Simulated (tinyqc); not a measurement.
Drifting, spreading and decaying minority pulse (Haynes-Shockley), backward Euler time steps: one step of the calculation.

Low injection in a uniform field: dn/dt = D d2n/dx2 - v dn/dx - n/tau with D = mu Vt and v = mu F towards +x. Exact solution on an infinite bar for a Gaussian start at x0: n = N0 exp(-t/tau) exp(-(x - x0 - v t)^2/(2 s^2))/sqrt(2 pi s^2), s^2 = s0^2 + 2 D t.

Problem. Densities after a time step. (L n)_i = a n_(i-1) + b n_i + c n_(i+1), n = 0 beyond the ends. Backward Euler step: solve n(new) - L n(new) = n.

a = 1.0888138
b = -1.2794088
c = 0.068720009
n at t = 1 dt, node 1 to 13 (in units of 1e10 cm^-3): [0.2901817, 1.4781649, 4.0798513, 6.5179521, 6.4220277, 4.3553781, 2.3613795, 1.1712799, 0.5692786, 0.2760066, 0.1337968, 0.0648450, 0.0309748]

Find: n at t = 2 dt.

Solution.

n at t = 2 dt, node 1 to 13 (in units of 1e10 cm^-3): [0.151, 0.790, 2.291, 4.102, 4.908, 4.351, 3.177, 2.069, 1.260, 0.736, 0.417, 0.231, 0.124]

tinyqc, about 0.01 s, one thread, Intel Xeon 2.30GHz (shared host): `OMP_NUM_THREADS=1 python tinyqc.py 2310047 2310048 out.jsonl`
